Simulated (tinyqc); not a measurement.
# Carrier lifetime of an n-type layer with SRH, radiative, Auger and surface recombination: lifetime against injection

Uniform excess density dn = dp (no trapping), n = n0 + dn, p = p0 + dn, Boltzmann statistics, full ionisation. Surfaces enter as a rate 2 S dn/d, which holds while diffusion to them is fast.

ni = sqrt(Nc Nv) exp(-Eg/(2 Vt)), Eg in volts; majority density N/2 + sqrt(N^2/4 + ni^2), n0 p0 = ni^2; n1 = Nc exp(-Et/Vt), p1 = Nv exp((Et - Eg)/Vt); tn0 = 1/(sn vth Nt), tp0 = 1/(sp vth Nt). With e = n p - ni^2 = dn (n0 + p0 + dn): U_SRH = e/(tp0 (n + n1) + tn0 (p + p1)), U_rad = B e, U_Aug = (Cn n + Cp p) e, U_s = 2 S dn/d. Each tau is dn over its rate; tau = dn/U with U the sum.

Inputs (values chosen for the exercise); band and dielectric values close to those of silicon:

| symbol | value | unit | meaning |
|---|---|---|---|
| T | 350 | K | temperature |
| Eg | 1.13 | eV | band gap |
| Nc | 3.49e19 | cm^-3 | conduction-band density of states at T |
| Nv | 3.38e19 | cm^-3 | valence-band density of states at T |
| B | 4.78e-15 | cm^3/s | radiative coefficient |
| N | 4.2e17 | cm^-3 | donor density |
| Cn | 2.4e-31 | cm^6/s | Auger coefficient (two electrons) |
| Cp | 1.5e-31 | cm^6/s | Auger coefficient (two holes) |
| Nt | 3.3e10 | cm^-3 | trap density |
| sn | 5e-17 | cm^2 | capture cross-section for electrons |
| sp | 1e-17 | cm^2 | capture cross-section for holes |
| vth | 1.2e7 | cm/s | thermal velocity (both carriers) |
| Et | 0.34 | eV | trap level below the conduction band |
| S | 0 | cm/s | surface recombination velocity (both faces) |
| d | 3 | um | sample thickness |

Constants: q = 1.602176634e-19 C, kB = 1.380649e-23 J/K, Vt = kB T/q. Results are converted to the units shown.

Result of one run:
```
dn (cm^-3)  tau_SRH (s)  tau_rad (s)  tau_Aug (s)   tau (s)  radiative share (%)  largest path
1e19             0.3010     2.008e-5     2.399e-8  2.396e-8               0.1193         Auger
```

What becomes of these results when the excess density dn is changed from 1e19 to 1e17 cm^-3, all else the same?

Result of the changed run:
```
dn (cm^-3)  tau_SRH (s)  tau_rad (s)  tau_Aug (s)   tau (s)  radiative share (%)  largest path
1e17             0.2625     4.023e-4     1.376e-5  1.330e-5                3.306         Auger
```

The whole series:
```
dn (cm^-3)  tau_SRH (s)  tau_rad (s)  tau_Aug (s)   tau (s)  radiative share (%)  largest path
1e11             0.2528     4.981e-4     2.362e-5  2.255e-5                4.527         Auger
1e12             0.2528     4.981e-4     2.362e-5  2.255e-5                4.527         Auger
1e13             0.2528     4.981e-4     2.362e-5  2.255e-5                4.527         Auger
1e14             0.2528     4.980e-4     2.361e-5  2.254e-5                4.525         Auger
1e15             0.2529     4.969e-4     2.347e-5  2.241e-5                4.510         Auger
1e16             0.2540     4.865e-4     2.221e-5  2.124e-5                4.366         Auger
1e17             0.2625     4.023e-4     1.376e-5  1.330e-5                3.306         Auger
1e18             0.2882     1.473e-4     1.435e-6  1.421e-6               0.9645         Auger
1e19             0.3010     2.008e-5     2.399e-8  2.396e-8               0.1193         Auger
```

Auger recombination leads at dn = 1e11 and in all other rows. The total lifetime falls from 2.25e-5 to 2.40e-8 s. tau_SRH goes from 0.253 s (low-injection limit 0.253 s) to 0.301 s (high-injection limit tn0 + tp0 = 0.303 s). Between the last two rows tau_rad goes as dn^(-0.87) and tau_Aug as dn^(-1.78); the radiative share falls from 4.53 to 0.119 %.

tinyqc, about 0.01 s, one thread, Intel Xeon 2.30GHz (shared host): `OMP_NUM_THREADS=1 python tinyqc.py 2300140 2300141 out.jsonl`
